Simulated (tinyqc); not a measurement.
Peierls distortion of a half-filled chain: sweeps and comparisons. A value that a table varies takes the place of the one given here.

Atoms move by +/- u, so bonds change by -/+ 2u and hoppings are t +/- 2 al u. Bands E = -/+ sqrt((2 t cos x)^2 + D^2 sin^2 x) with D = 4 al u, x = k a in (0, pi/2); the gap is 2D. Energy per atom at zero temperature: E(u) = -mean_x sqrt(...) + 2 K u^2; exactly, the mean is (4t/pi) E(1 - z^2), z = D/2t, E the complete elliptic integral of the second kind with parameter m. Coupling lambda = 2 al^2/(pi t K).

Constants: kB = 8.617333262e-05 eV/K.

Parameters, chosen for this exercise: t = 1.88 eV (hopping of the even chain); al = 4.2 eV/angstrom (change of hopping with bond length); K = 21 eV/angstrom^2 (spring constant of a bond).

## Energy against distortion

Exact means; both parts are counted from u = 0.

Energies per atom:
```
u (angstrom)  gap (eV)  electrons (meV)  springs (meV)  total (meV)
0.0062           0.208            -4.11           1.61        -2.49
0.0154           0.517           -20.22           9.96       -10.26
0.0308           1.035           -65.42          39.84       -25.57
0.0462           1.552          -127.24          89.65       -37.59
0.0616           2.070          -201.62         159.37       -42.25
0.0771           2.591          -286.54         249.67       -36.87
0.0925           3.108          -379.07         359.36       -19.71
0.1079           3.625          -478.39         488.98        10.59
0.1356           4.556          -670.99         772.27       101.28
```

How do the results move?

The ratio of electronic gain to elastic cost is 2.55 in the first row and 0.87 in the last: the gain goes as u^2 ln(1/u), so it wins at small u for any K. The total is lowest at u = 0.0616 angstrom and turns positive between 0.0925 and 0.1079.

## A coarse mesh hides or distorts the instability

u0 from the gap equation K = 4 al^2 mean(sin^2 x/|E|) on the mesh x_j = (j + 1/2) pi/(2N); 0 where it has no root.

Results:
```
N     u0 (angstrom)  gap (eV)  smallest |E| at u = 0 (eV)
1            0.0000     0.000                       2.659
2            0.0359     1.206                       1.439
3            0.0575     1.930                       0.973
4            0.0606     2.036                       0.734
6            0.0616     2.068                       0.491
8            0.0616     2.071                       0.369
12           0.0616     2.071                       0.246
20           0.0616     2.071                       0.148
40           0.0616     2.071                       0.074
4000         0.0616     2.071                       0.001
```

What does this show, and why?

For N = 1 no distortion is found: the mesh leaves its own gap at u = 0, which cuts off the logarithm. u0 is within 1 % of the last row from N = 6 on; the mesh must resolve D = 1.036 eV, and the coherence length xi/a = 2t/D is 3.6.

## Closing of the gap with temperature

The gap equation gains the factor tanh(|E|/2kT); 4000 points; Tp is where its root reaches zero.

Results:
```
T/Tp  T (K)  u (angstrom)   u/u0
0.20   1279        0.0616  1.000
0.40   2557        0.0609  0.987
0.60   3836        0.0564  0.915
0.70   4476        0.0517  0.839
0.80   5115        0.0445  0.722
0.90   5754        0.0331  0.537
0.95   6074        0.0239  0.388
0.99   6330        0.0109  0.177
```

Tp = 6394 K

How do the results move?

D(0)/(kB Tp) = 1.880, against 1.764 at weak coupling. u/u0 is 0.915 at 0.6 Tp and 0.537 at 0.9 Tp, and near Tp it goes as sqrt(1 - T/Tp): 2.20 between the last two rows against sqrt(5) = 2.24. In a single chain fluctuations forbid this transition; coupling between chains sets the real one, far lower.

## What moves the distortion

Exact means. Each row changes one parameter from the base and keeps the others.

Results:
```
case                     lambda  u0 (angstrom)  gap (eV)  E(u0) - E(0) (meV)
base                     0.2844         0.0616     2.071              -42.25
t = 1.974 eV             0.2709         0.0587     1.971              -36.76
al = 4.41 eV/angstrom    0.3136         0.0708     2.499              -60.24
K = 22.05 eV/angstrom^2  0.2709         0.0559     1.877              -35.01
```

How do the results move?

The largest shifts from the base row, up to three for each result and ties (the steps differ in size, so this ranks the rows, not the parameters). lambda: al +0.0292, K -0.0135, t -0.0135. u0 (angstrom): al +0.0092, K -0.0058, t -0.0030. gap (eV): al +0.428, K -0.194, t -0.101. E(u0) - E(0) (meV): al -17.99, K +7.24, t +5.49.

(tinyqc, `OMP_NUM_THREADS=1 python tinyqc.py 1652018 1652019 out.jsonl`, Intel(R) Xeon(R) Processor @ 2.30GHz, 1 thread, shared host, about 0.07 s.)
